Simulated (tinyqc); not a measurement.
# Undoped gate-all-around wire MOSFET, analytic charge model: what changes with what

An undoped round wire of radius R under an insulator shell and a surrounding gate; long channel, electrons only, n = ni exp((psi - V)/Vt) with V the quasi-Fermi potential (0 at the source, Vd at the drain), constant mobility, no quantisation. The radial Poisson equation gives n(r) = n(0)/(1 - (1 - b) r^2/R^2)^2 with b = Q0/(Q + Q0). Q is the electron charge per area of the wire surface.

Inputs (values chosen for the exercise); material values close to those of silicon: temperature T = 300 K; band gap Eg = 1.12 eV; relative permittivity of the semiconductor eps_r = 11.5; conduction-band density of states at T Nc = 2.8e19 cm^-3; valence-band density of states at T Nv = 2.7e19 cm^-3; relative permittivity of the gate insulator eox = 23; insulator thickness tox = 5.5 nm; wire radius R = 5 nm; gate work function less that of the intrinsic body dphi = 0.02 V; channel mobility mu = 150 cm^2/(V s); gate length L = 0.5 um; drain voltage Vd = 0.3 V.

Constants: q = 1.602176634e-19 C, kB = 1.380649e-23 J/K, Vt = kB T/q, eps0 = 8.8541878128e-14 F/cm where lengths are in cm. Results are converted to the units shown.

Each table varies one quantity; the others keep the values above.

## Effect of the wire radius

ni = sqrt(Nc Nv) exp(-Eg/(2 Vt)), Eg in volts; Cox = eps0 eox/(R ln(1 + tox/R)); Q0 = 4 eps0 eps_r Vt/R; V0 = dphi + Vt ln[8 eps0 eps_r Vt/(q ni R^2)]. Q solves Vg - V0 - V = Q/Cox + Vt ln(Q/Q0) + Vt ln(1 + Q/Q0). I = mu (2 pi R/L)[2 Vt (Qs - Qd) + (Qs^2 - Qd^2)/(2 Cox) + Vt Q0 ln((Qd + Q0)/(Qs + Q0))], with Qs at V = 0 and Qd at V = Vd.  I(low) is taken at Vg = 0.29 V, Qs and I(high) at Vg = 1.04 V.

Results:
```
R (nm)  V0 (V)  I(low) (nA)  Qs(high) (nC/cm^2)  I(high) (uA)
1.7     0.5930     4.167e-4                2993         1.859
2.3     0.5774     7.628e-4                2664         2.260
3.3     0.5587     0.001570                2357         2.896
4.6     0.5415     0.003051                2140         3.693
8.9     0.5074      0.01142                1849         6.239
12      0.4920      0.02076                1762         8.043
```

Estimate the missing row, R = 6.4 nm.

Computed row:
```
R (nm)  V0 (V)  I(low) (nA)  Qs(high) (nC/cm^2)  I(high) (uA)
6.4     0.5245     0.005905                1975         4.769
```

With this row back in the table: As R goes from 1.7 to 12 nm, I(low) rises from 4.17e-4 to 0.0208 nA and I(high) rises from 1.86 to 8.04 uA. On average I(low) goes as R^(2.00) and I(high) goes as R^(0.75). Below threshold the charge is proportional to the cross-section of the body; above it the insulator sets the charge. In every row the surface density at the source at the higher gate voltage passes 0.3 Nc, where Boltzmann statistics fail. For R = 1.7 to 6.4 nm the body is thin enough for quantum confinement, left out here, to raise the threshold.

## Effect of the gate work function less that of the intrinsic body

Same model as above.

Effect of the gate work function less that of the intrinsic body:
```
dphi (V)   V0 (V)  I(low) (nA)  Qs(high) (nC/cm^2)  I(high) (uA)
-0.13     0.38723       1.1608              2835.3        5.9352
-0.08     0.43723      0.17180              2586.0        5.2555
-0.03     0.48723     0.024922              2338.9        4.5875
0.02      0.53723    0.0036045              2094.4        3.9340
0.07      0.58723    5.2110e-4              1853.0        3.2992
0.12      0.63723    7.5329e-5              1615.4        2.6889
0.17      0.68723    1.0889e-5              1382.4        2.1119
```

As dphi goes from -0.13 to 0.17 V, I(low) falls from 1.16 to 1.09e-5 nA and I(high) falls from 5.94 to 2.11 uA. V0 rises from 0.387 to 0.687 V. In every row the surface density at the source at the higher gate voltage passes 0.3 Nc, where Boltzmann statistics fail. In every row the body is thin enough for quantum confinement, left out here, to raise the threshold.

## Output curve

Same model as above.

I = mu (2 pi R/L)[2 Vt (Qs - Qd) + (Qs^2 - Qd^2)/(2 Cox) + Vt Q0 ln((Qd + Q0)/(Qs + Q0))], with Qs at V = 0 and Qd at V = Vd.

In this table Vg = 0.85 V.

Output curve:
```
Vd (V)  Qd (nC/cm^2)     Qd/Qs  I (uA)
0.06           935.5    0.7796  0.6033
0.11           725.8    0.6048  0.9942
0.17           492.2    0.4102   1.338
0.23           287.8    0.2398   1.556
0.28           150.7    0.1256   1.658
0.34           44.37   0.03698   1.710
0.39           9.501  0.007917   1.721
0.45           1.030  8.581e-4   1.723
0.5           0.1504  1.253e-4   1.723
```

What does the table show?

The current rises from 0.603 to 1.72 uA, while the charge at the drain end falls from 0.78 to 1.3e-4 of that at the source. The current first comes within 1 % of its last value at Vd = 0.34 V among the rows. Over the last rows Qd falls by a factor of e for each Vt of drain voltage: the drain end is in weak inversion. In every row the surface density at the source passes 0.3 Nc, where Boltzmann statistics fail. In every row the body is thin enough for quantum confinement, left out here, to raise the threshold.

Numbers from tinyqc (`OMP_NUM_THREADS=1 python tinyqc.py 2460138 2460139 out.jsonl`; about 0.03 s on one thread of a shared Intel Xeon 2.30GHz).
